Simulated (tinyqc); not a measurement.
Channel length: inversion-layer mobility, back-scattering and ballistic limit of a field-effect transistor. Computed by tinyqc, a small Python program. Command: `OMP_NUM_THREADS=1 python tinyqc.py 3025961 3025962 out.jsonl mos walk`. One thread of a shared host (Intel(R) Xeon(R) Processor @ 2.30GHz), about 0.01 s of CPU time with the checks.

The charge at the top of the source barrier is fixed by the gate; series resistance and short-channel effects are left out. F_j are Fermi integrals normalised to exp(eta) in the classical limit.

Inputs (values chosen for the exercise, modelled on a strained silicon n-channel):

| quantity | value | unit |
|---|---|---|
| transport mass m | 0.19 | m_0 |
| valley degeneracy g_v | 2 | - |
| weight w of the inversion charge | 0.5 | - |
| permittivity eps | 11.7 | - |
| phonon mobility at 1 MV/cm and 300 K, mu_ph | 580 | cm^2/(V s) |
| roughness mobility at 1 MV/cm, mu_sr | 2000 | cm^2/(V s) |
| Coulomb mobility at N_inv = 1e12/cm^2, mu_C | 560 | cm^2/(V s) |
| electrical oxide thickness t_inv | 2.2 | nm |
| depletion charge N_dep | 1.2e+11 | 1/cm^2 |
| gate overdrive V_G - V_T | 0.6 | V |
| drain voltage V_D | 0.68 | V |
| exponent a of the critical length | 0.72 | - |
| temperature T | 300 | K |

Statistics at the top of the barrier: Fermi-Dirac.

Constants: eps_0 = 8.8541878128e-12 F/m; e = 1.602176634e-19 C; m_0 = 9.1093837015e-31 kg; k_B = 1.380649e-23 J/K; hbar = 1.054571817e-34 J s; k_B = 8.617333262e-05 eV/K.

Method:
- N_inv = 3.9 eps_0 (V_G - V_T)/(e t_inv); effective field E_eff = e (N_dep + w N_inv)/(eps eps_0).
- mu_phonon = mu_ph (E_eff/1 MV/cm)^(-0.3) (T/300 K)^(-1.75); mu_rough = mu_sr (E_eff/1 MV/cm)^(-2); mu_Coulomb = mu_C (N_inv/1e12 cm^-2) (T/300 K); Matthiessen's rule adds 1/mu.
- F_j(eta) = (1/Gamma(j + 1)) int_0^infinity x^j/(1 + exp(x - eta)) dx, F_0 = ln(1 + exp(eta)). Integrals over x = E/(k_B T) use 160 Gauss-Legendre points in u = sqrt(x) from 0 to sqrt(max(eta, 0) + 32).
- Ballistic channel: N_2D = g_v m k_B T/(pi hbar^2), U = e V_D/(k_B T); eta_F solves N_inv = (N_2D/2)[F_0(eta_F) + F_0(eta_F - U)]; v_T = sqrt(2 k_B T/(pi m)); I/W = e (N_2D/2) v_T [F_1/2(eta_F) - F_1/2(eta_F - U)]; injection velocity v_T F_1/2(eta_F)/F_0(eta_F).
- Mean free path lambda = (2 k_B T/e)(mu/v_T) F_0(eta_0)/F_-1/2(eta_0), with eta_0 from N_inv = N_2D F_0(eta_0); critical length l = L (1 + U)^(-a), an empirical rule; back-scattering r = l/(l + lambda). Then eta solves N_inv = (N_2D/2)[(1 + r) F_0(eta) + (1 - r) F_0(eta - U)] and I/W = e (N_2D/2) v_T (1 - r)[F_1/2(eta) - F_1/2(eta - U)].
- The last column is the long-channel law e N_inv mu V/L with V = V_D - V_D^2/(2 V_ov) below pinch-off and V_ov/2 above, V_ov = V_G - V_T.

inversion density N_inv = 5.87803e+12 1/cm^2

effective mobility mu = 557.692 cm^2/(V s)

ballistic current I/W = 1677.81 microampere/micrometre

Currents (microampere/micrometre):

| L (nm) | r | I/W | ballistic ratio | long-channel law |
|---|---|---|---|---|
| 5 | 0.01495 | 1621.0 | 0.96612 | 31513 |
| 10 | 0.02945 | 1567.8 | 0.93442 | 15756 |
| 20 | 0.05722 | 1471.1 | 0.87679 | 7878 |
| 40 | 0.10824 | 1309.1 | 0.78026 | 3939 |
| 80 | 0.19533 | 1072.1 | 0.63896 | 1970 |
| 160 | 0.32683 | 786.0 | 0.46844 | 985 |
| 400 | 0.54828 | 435.5 | 0.25955 | 394 |
| 1000 | 0.75213 | 205.6 | 0.12253 | 158 |

What follows from these numbers?

The current scales as L^-0.82 at the long end and as L^-0.05 at the short end, where it reaches 97 % of the ballistic 1680. The long-channel law passes the ballistic limit between 80.0 and 160 nm and has no meaning below. At 1000 nm the model gives 1.30 times the long-channel law; the rule for l is a fit for short devices and fails wherever the model exceeds that law. Raising mu by 10 % at 20 nm raises I by 1.1 %.

Extremes, crossings and ranges named in words are read from the listed rows.
